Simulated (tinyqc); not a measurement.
Inside a calculation. Method: empirical pseudopotential in a few plane waves. One step of it, computed by the program tinyqc.

Problem. Bloch Hamiltonian at k. Basis: the 15 shortest G (labels in 2 pi/a), the same at every k. H(G,G') = c |k + G|^2 delta + VS(|G-G'|^2) cos((G-G').tau) + i VA sin((G-G').tau), tau = a/8 (1,1,1); 1 Ry = 13.605693 eV.

Parameters chosen for this model: fcc lattice, atoms at +/- a/8 (1,1,1); form factors in rydberg at |G|^2 in units of (2 pi/a)^2:

| parameter | value | unit |
|---|---|---|
| a | 6.000000 | angstrom |
| VS(3) | -0.246000 | Ry |
| VS(8) | 0.051000 | Ry |
| VS(11) | 0.045000 | Ry |
| VA(3) | 0.103000 | Ry |
| VA(4) | 0.083000 | Ry |
| VA(11) | 0.017000 | Ry |
| hbar^2/2m (2 pi/a)^2 | 4.178113 | eV |

k point k (2 pi / a): 0.180000  -0.500000  -0.140000

Give: H(k) at k.

Solution.

H(k) at k (eV), lower triangle (Hermitian):
```
                 +0+0+0           -1-1-1           -1-1+1           -1+1-1
+0+0+0           1.2618
-1-1-1   2.3667-0.9909i          17.6400
-1-1+1  -2.3667-0.9909i   0.0000+1.1293i          15.3002
-1+1-1  -2.3667-0.9909i   0.0000+1.1293i           0.6939           9.2838
-1+1+1  -2.3667+0.9909i          -0.6939   0.0000+1.1293i   0.0000+1.1293i
+1-1-1  -2.3667-0.9909i   0.0000+1.1293i           0.6939           0.6939
+1-1+1  -2.3667+0.9909i          -0.6939   0.0000+1.1293i           0.0000
+1+1-1  -2.3667+0.9909i          -0.6939           0.0000   0.0000+1.1293i
+1+1+1   2.3667+0.9909i           0.0000          -0.6939          -0.6939
-2+0+0   0.0000-1.1293i  -2.3667+0.9909i  -2.3667-0.9909i  -2.3667-0.9909i
+0-2+0   0.0000-1.1293i  -2.3667+0.9909i  -2.3667-0.9909i   0.4329-0.1636i
+0+0-2   0.0000-1.1293i  -2.3667+0.9909i   0.4329-0.1636i  -2.3667-0.9909i
+0+0+2   0.0000+1.1293i  -0.4329-0.1636i   2.3667+0.9909i  -0.4329+0.1636i
+0+2+0   0.0000+1.1293i  -0.4329-0.1636i  -0.4329+0.1636i   2.3667+0.9909i
+2+0+0   0.0000+1.1293i  -0.4329-0.1636i  -0.4329+0.1636i  -0.4329+0.1636i

                 -1+1+1           +1-1-1           +1-1+1           +1+1-1
-1+1+1           6.9440
+1-1-1           0.0000          20.6482
+1-1+1           0.6939   0.0000+1.1293i          18.3085
+1+1-1           0.6939   0.0000+1.1293i           0.6939          12.2920
+1+1+1   0.0000+1.1293i          -0.6939   0.0000+1.1293i   0.0000+1.1293i
-2+0+0   2.3667-0.9909i   0.4329-0.1636i  -0.4329-0.1636i  -0.4329-0.1636i
+0-2+0  -0.4329-0.1636i  -2.3667-0.9909i   2.3667-0.9909i  -0.4329-0.1636i
+0+0-2  -0.4329-0.1636i  -2.3667-0.9909i  -0.4329-0.1636i   2.3667-0.9909i
+0+0+2  -2.3667+0.9909i  -0.4329+0.1636i  -2.3667+0.9909i   0.4329+0.1636i
+0+2+0  -2.3667+0.9909i  -0.4329+0.1636i   0.4329+0.1636i  -2.3667+0.9909i
+2+0+0   0.4329+0.1636i   2.3667+0.9909i  -2.3667+0.9909i  -2.3667+0.9909i

                 +1+1+1   -2+0+0   +0-2+0   +0+0-2
+1+1+1           9.9523
-2+0+0  -0.4329+0.1636i  14.9660
+0-2+0  -0.4329+0.1636i   0.6939  26.3305
+0+0-2  -0.4329+0.1636i   0.6939   0.6939  20.3140
+0+0+2  -2.3667-0.9909i  -0.6939  -0.6939   0.0000
+0+2+0  -2.3667-0.9909i  -0.6939   0.0000  -0.6939
+2+0+0  -2.3667-0.9909i   0.0000  -0.6939  -0.6939

         +0+0+2  +0+2+0   +2+0+0
+0+0+2  15.6345
+0+2+0   0.6939  9.6180
+2+0+0   0.6939  0.6939  20.9825
```
